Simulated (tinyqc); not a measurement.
# Deep-level transient spectroscopy: amplitude against reverse bias

Schottky contact on an n-type layer with shallow donors Nd (all ionised) and a donor-like deep trap, neutral when filled and positive when empty; depletion approximation. Traps within lam of the depletion edge stay filled. A long pulse to Vp fills the traps beyond x1 = Wp - lam; back at Vr those between x1 and x2 = Wr - lam emit. A rate window reads S = C(t2) - C(t1).

lam = sqrt(2 eps0 eps_r (EF - ET)/(q Nd)), EF - ET = Et - (kB T/q) ln(Nc(T)/Nd), Nc(T) = Nc (T/300 K)^1.5. In the steady state at the band bending V, 2 eps0 eps_r V/q = Nd W^2 + Nt (W - lam)^2 (the second term only if W > lam). W(t)^2 = Wr^2 + (Nt/Nd)(x2^2 - x1^2) exp(-en t), C = eps0 eps_r/W; for small Nt, dC/C = -(Nt/2 Nd) G exp(-en t) with G = (x2^2 - x1^2)/Wr^2. Listed at t = 0.

Parameters, values chosen for the exercise; material values close to those of germanium:

| symbol | value | unit | meaning |
|---|---|---|---|
| eps_r | 16.1 |  | relative permittivity |
| Nc | 1.05e19 | cm^-3 | conduction-band density of states at 300 K |
| Nd | 5.9e14 | cm^-3 | shallow donor density |
| Vbi | 0.35 | V | built-in voltage |
| Et | 0.29 | eV | depth of the trap below the conduction edge |
| Nt | 2.8e13 | cm^-3 | trap density |
| Vp | 0 | V | reverse bias during the filling pulse |
| T | 201 | K | temperature of the transient |

Constants: q = 1.602176634e-19 C, kB = 1.380649e-23 J/K, eps0 = 8.8541878128e-14 F/cm where lengths are in cm. Results are converted to the units shown.

Amplitude against reverse bias:
```
Vr (V)	Wr (nm)	G	dC(0)/C (%)	2 Nd |dC|/C (cm^-3)
0.5	1587	0.3030	-0.7113	8.393e12
2.1	2681	0.5645	-1.313	1.550e13
3.8	3483	0.6588	-1.528	1.803e13
5.4	4095	0.7074	-1.637	1.932e13
7.1	4658	0.7412	-1.714	2.022e13
8.7	5132	0.7642	-1.765	2.083e13
10.4	5591	0.7829	-1.807	2.133e13
12	5990	0.7969	-1.839	2.170e13
```

G rises from 0.303 to 0.797, since lam = 628 nm and x1 weigh less in a wider layer. The simple estimate 2 Nd |dC|/C reaches 30.0 % of the true Nt in the first row and 77.5 % in the last.

Computed by the program tinyqc: `OMP_NUM_THREADS=1 python tinyqc.py 2050131 2050132 out.jsonl`, one thread of a shared Intel Xeon 2.30GHz, about 0.01 s for the whole run.
